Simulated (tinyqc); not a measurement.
MP2 on RHF in the 6-311g basis, for HeH+, spin multiplicity 1, step by step. One step of it, computed by the program tinyqc.

Task: Orthogonalisation. S = U s U^T; canonical form X = U s^(-1/2), so that X^T S X = 1. Each column of U has its largest component positive (the first on a tie).

overlap S, lower triangle:
```
          1He 1s    1He 2s    1He 3s     2H 1s     2H 2s     2H 3s
1He 1s  1.000000
1He 2s  0.680472  1.000000
1He 3s  0.328596  0.751574  1.000000
2H 1s   0.052903  0.213552  0.341977  1.000000
2H 2s   0.167105  0.423537  0.658561  0.706377  1.000000
2H 3s   0.136173  0.368830  0.708107  0.373664  0.788963  1.000000
```

Give: eigenvalues of S; X.

Result:

eigenvalues of S: 0.0842  0.1205  0.3747  0.7004  1.3787  3.3414

X:
```
              1        2        3        4        5       6
1He 1s  -0.7519  -0.5929   0.9009   0.4268   0.5473  0.1398
1He 2s   1.8137   1.0833  -0.6910   0.0391   0.4079  0.2270
1He 3s  -1.7562  -1.1830  -0.7385  -0.4229   0.0747  0.2648
2H 1s    0.6510  -1.0256  -0.2991   0.8593  -0.3604  0.1796
2H 2s   -1.3529   1.9486   0.3455   0.0947  -0.2825  0.2607
2H 3s    1.6392  -0.7224   0.7906  -0.5637  -0.2102  0.2405
```
